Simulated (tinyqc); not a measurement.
Bound state in one dimension: Numerov shooting, finite differences, DVR, step by step. Computed by tinyqc, a small Python program that keeps every step. Settings: points = 64. Command: `OMP_NUM_THREADS=1 python tinyqc.py 26037 26038 out.jsonl` (the two numbers bound the seeds that draw the settings). One thread of a shared host (Intel(R) Xeon(R) Processor @ 2.60GHz), about 0.01 s of CPU time with the checks.

## Numerov steps at E = 0.1

One particle of mass 1 in V = 4.43 (1 - exp(-0.66 x))^2 (atomic units), psi = 0 at both ends:
```
parameter                 value
left end              -1.600000
right end                     7
intervals                    64
h                      0.134375
state sought (nodes)          1
```

k_i = 2 m (E - V_i); (1 + h^2 k_(i+1)/12) y_(i+1) = 2 (1 - 5 h^2 k_i/12) y_i - (1 + h^2 k_(i-1)/12) y_(i-1), from y_0 = 0, y_1 = 0.001.

Points along the way:
```
i           x          V           k         y
0   -1.600000  15.571703  -30.943406  0.000000
1   -1.465625  11.782555  -23.365111  0.001000
2   -1.331250   8.777164  -17.354328  0.002415
3   -1.196875   6.413894  -12.627787  0.004582
4   -1.062500   4.575338   -8.950676  0.007788
5   -0.928125   3.164280   -6.128561  0.012243
21   1.221875   1.357451   -2.514902  0.195411
22   1.356250   1.549638   -2.899276  0.231647
23   1.490625   1.736660   -3.273320  0.280107
24   1.625000   1.917144   -3.634288  0.345262
25   1.759375   2.090128   -3.980256  0.433273
26   1.893750   2.254978   -4.309955  0.552706
```

## Bisection on the node count

With more sign changes than the state has nodes (the last point included) the energy is too high, else too low; the bracket starts as 0.1 to 10.

Trials:
```
trial           E  sign changes  y at the right end   next
1      5.05000000             5           -1.26e-02  lower
2      2.57500000             2            9.56e+00  lower
3      1.33750000             1           -2.54e+03  raise
4      1.95625000             1           -3.30e+02  raise
5      2.26562500             1           -4.94e+01  raise
6      2.42031250             1           -5.77e+00  raise
7      2.49765625             2            4.29e+00  lower
8      2.45898438             1           -2.04e-02  raise
9      2.47832031             2            2.30e+00  lower
10     2.46865234             2            1.18e+00  lower
11     2.46381836             2            5.92e-01  lower
12     2.46140137             2            2.89e-01  lower
13     2.46019287             2            1.35e-01  lower
14     2.45958862             2            5.74e-02  lower
...           ...           ...                 ...    ...
28     2.45914255             2            2.10e-07  lower
29     2.45914254             1           -2.17e-06  raise
30     2.45914255             1           -9.78e-07  raise
```

eigenvalue = 2.45914255 hartree

## The same grid by other methods

Three-point finite differences and the sine-DVR kinetic matrix of Colbert and Miller on the same points.

Lowest levels (hartree):
```
state  finite differences       DVR
0                0.926804  0.928623
1                2.453428  2.459176
2                3.545513  3.553619
3                4.227532  4.234904
```
